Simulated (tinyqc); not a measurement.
Reaction control against transport control: chemical vapour deposition: Grove model, boundary layer, depletion and step coverage. Computed by tinyqc, a small Python program. Command: `OMP_NUM_THREADS=1 python tinyqc.py 3003125 3003126 out.jsonl cvd walk`. One thread of a shared host (Intel(R) Xeon(R) Processor @ 2.30GHz), about 0.01 s of CPU time with the checks.

A precursor diffuses to the surface and reacts there at first order; each molecule that reacts adds one formula unit of film.

Inputs (values chosen for the exercise, close to those used for polysilicon from silane):

| quantity | value | unit |
|---|---|---|
| prefactor k0 of k_s | 1.7e+09 | cm/s |
| activation energy E | 1.61 | eV |
| temperature T | 740 | C |
| total pressure p | 150 | torr |
| mole fraction of the precursor Y | 0.0012 | - |
| gas diffusivity D0 at 273.15 K and 760 torr | 0.59 | cm^2/s |
| film density N | 5e+22 | formula units/cm^3 |
| gas velocity U | 22 | cm/s |
| kinematic viscosity nu0 at 273.15 K and 760 torr | 0.45 | cm^2/s |
| susceptor length L | 49 | cm |
| channel height b | 4.6 | cm |

Reactor: horizontal, reduced pressure.

Constants: k_B = 8.617333262e-05 eV/K; k_B = 1.380649e-23 J/K.

Method:
- k_s = k0 exp(-E/(k_B T)); C_g = Y p/(k_B T), 1 torr = 133.322 Pa; D = D0 (T/273.15)^1.75 (760/p).
- nu = nu0 (T/273.15)^1.75 (760/p); Re = U L/nu; mean boundary layer delta = (2/3) L/sqrt(Re), at most b/2; h_g = D/delta.
- Fluxes in series: C_s = C_g/(1 + k_s/h_g); growth rate G = k_s h_g/(k_s + h_g) C_g/N; 1 cm/s = 6e8 nm/min.
- Temperatures in kelvin are T(C) + 273.15.

Rates:

| T (C) | k_s (cm/s) | h_g (cm/s) | G (nm/min) | reaction limit (nm/min) | transport limit (nm/min) |
|---|---|---|---|---|---|
| 540 | 1.7861e-01 | 8.769 | 4.49 | 4.5816e+00 | 224.93 |
| 590 | 6.7600e-01 | 9.734 | 15.27 | 1.6336e+01 | 235.22 |
| 640 | 2.2114e+00 | 10.742 | 41.89 | 5.0513e+01 | 245.37 |
| 690 | 6.3968e+00 | 11.793 | 89.81 | 1.3853e+02 | 255.38 |
| 740 | 1.6662e+01 | 12.885 | 149.58 | 3.4302e+02 | 265.26 |
| 790 | 3.9662e+01 | 14.018 | 203.20 | 7.7813e+02 | 275.02 |
| 840 | 8.7335e+01 | 15.192 | 242.48 | 1.6365e+03 | 284.66 |
| 890 | 1.7969e+02 | 16.406 | 269.59 | 3.2223e+03 | 294.20 |
| 940 | 3.4837e+02 | 17.660 | 288.99 | 5.9896e+03 | 303.64 |

What does the comparison show, and why?

The apparent activation energy of G is 1.48 eV between the first rows and 0.17 eV between the last, against E = 1.61 eV. k_s passes h_g between 690 and 740 C, where control shifts from the surface to the gas. In the reaction limit the slope is E - k_B T, because C_g falls as 1/T; any further lowering comes from transport.

Extremes, crossings and ranges named in words are read from the listed rows.
